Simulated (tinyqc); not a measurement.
Peak shift with the field.

The DLTS signal is S = C(t2) - C(t1), the change of the capacitance transient between two sampling times. Emission rate en = sn vth(T) Nc(T) exp(-Et/kB T) = sn g T^2 exp(-Et/kB T), g = vth Nc/(300 K)^2, as vth goes as T^0.5 and Nc as T^1.5 (degeneracy factor 1). For an exponential transient S peaks where en = ew = ln(t2/t1)/(t2 - t1). A Coulomb centre of charge +q (when empty) in the field F lowers its barrier by dE = sqrt(q F/(pi eps0 eps_r)) along the field. One-dimensional rate: en exp(b), b = dE/kB T; three-dimensional (Hartke): en {[1 + (b - 1) exp(b)]/b^2 + 1/2}. The peak temperatures solve rate = ew.

Values chosen for this exercise; material values close to those of 4H silicon carbide: relative permittivity eps_r = 9.65; conduction-band density of states at 300 K Nc = 1.72e19 cm^-3; thermal velocity at 300 K vth = 1.9e7 cm/s; depth of the trap below the conduction edge Et = 0.77 eV; capture cross-section sn = 1.4e-16 cm^2; first sampling time t1 = 10 ms; second sampling time t2 = 100 ms.

Constants: q = 1.602176634e-19 C, kB = 1.380649e-23 J/K, eps0 = 8.8541878128e-14 F/cm where lengths are in cm. Results are converted to the units shown.

Results:

| F (kV/cm) | dE (meV) | T peak, one-dimensional (K) | T peak, three-dimensional (K) |
|---|---|---|---|
| 1.9 | 10.649 | 402.51 | 405.85 |
| 4.4 | 16.206 | 399.81 | 404.80 |
| 10 | 24.431 | 395.81 | 403.13 |
| 54 | 56.773 | 380.05 | 395.16 |
| 120 | 84.632 | 366.44 | 386.56 |
| 280 | 129.28 | 344.52 | 370.06 |

Estimate the missing row, F = 23 kV/cm.

Computed row:

| F (kV/cm) | dE (meV) | T peak, one-dimensional (K) | T peak, three-dimensional (K) |
|---|---|---|---|
| 23 | 37.052 | 389.67 | 400.29 |

With this row back in the table: dE grows as the square root of F, from 10.6 to 129 meV. The peak, at 407.7 K without field, moves down by 63.2 K (one-dimensional) or 37.6 K (three-dimensional) in the last row. A centre that is neutral when empty has no such long-range lowering, so the shift tells the charge state.

Program tinyqc, `OMP_NUM_THREADS=1 python tinyqc.py 2050023 2050024 out.jsonl`; Intel Xeon 2.30GHz, shared host, one thread, about 0.01 s.
